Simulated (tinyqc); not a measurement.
Thin film between two gates, subbands and threshold shift from confinement: two steps of the calculation.

Undoped body with a flat potential across it, hard walls, transport along x. Three valley pairs (g = 2 each) with the longitudinal mass along x, y or z. Non-parabolicity enters the subband edges through E (1 + al E) = gamma, so E = 2 gamma/(1 + sqrt(1 + 4 al gamma)); motion within a subband is taken as parabolic with the band-edge mass. Energies are counted from the bulk band edge.

Parameters, values chosen for the exercise; masses close to those of silicon:
- T = 300 K (temperature)
- ml = 0.933 m0 (longitudinal mass)
- mt = 0.193 m0 (transverse mass)
- al = 0 1/eV (non-parabolicity)
- t = 2.5 nm (film thickness (along z))
- dl = 0.3 nm (widening of the box by penetration into the insulator)

Constants: q = 1.602176634e-19 C, kB = 1.380649e-23 J/K, hbar = 1.054571817e-34 J s, m0 = 9.1093837015e-31 kg, Vt = kB T/q, hbar^2/(2 m0) = 0.0380998212 eV nm^2. Results are converted to the units shown.

Question 1. Lowest subbands. gamma = C (pi k/(t + dl))^2/mz, C = hbar^2/(2 m0). List the 6 lowest, labelled by valley axis and quantum numbers, with degeneracy g and N_k: N_k = g sqrt(mx my) m0 kB T/(pi hbar^2).

Find: E_k; g; N_k.

Answer 1.

| subband | E_k (eV) | g | N_k (cm^-2) |
|---|---|---|---|
| z1 | 0.05141 | 2 | 4.168e12 |
| z2 | 0.2056 | 2 | 4.168e12 |
| x1 | 0.2485 | 2 | 9.165e12 |
| y1 | 0.2485 | 2 | 9.165e12 |
| z3 | 0.4627 | 2 | 4.168e12 |
| z4 | 0.8225 | 2 | 4.168e12 |

Question 2. Threshold shift. Each subband has N_k = g sqrt(mx my) m0 kB T/(pi hbar^2); without degeneracy n = exp(EF/Vt) sum N_k exp(-E_k/Vt). Classical value Nc times t, Nc = sum over valleys of 2 g (m m0 kB T/(2 pi hbar^2))^1.5 with m = (mx my mz)^(1/3). Threshold shift dVT = Vt ln(classical value/sum N_k exp(-E_k/Vt)). Use the subbands listed.

| subband | E_k (eV) | N_k (cm^-2) |
|---|---|---|
| z1 | 0.051407321 | 4.1684888e12 |
| z2 | 0.20562929 | 4.1684888e12 |
| x1 | 0.24851311 | 9.1651760e12 |
| y1 | 0.24851311 | 9.1651760e12 |
| z3 | 0.46266589 | 4.1684888e12 |
| z4 | 0.82251714 | 4.1684888e12 |

Wanted: shares; sum N_k exp(-E_k/Vt); Nc; classical value; dVT.

Answer 2.

| subband | shares (%) |
|---|---|
| z1 | 99.53 |
| z2 | 0.26 |
| x1 | 0.11 |
| y1 | 0.11 |
| z3 | 0.00 |
| z4 | 0.00 |

sum N_k exp(-E_k/Vt) = 5.733e11 cm^-2
Nc = 2.807e19 cm^-3
classical value = 7.017e12 cm^-2
dVT = 64.75 mV

Numbers from tinyqc (`OMP_NUM_THREADS=1 python tinyqc.py 2350118 2350119 out.jsonl`; about 0.06 s on one thread of a shared Intel Xeon 2.30GHz).
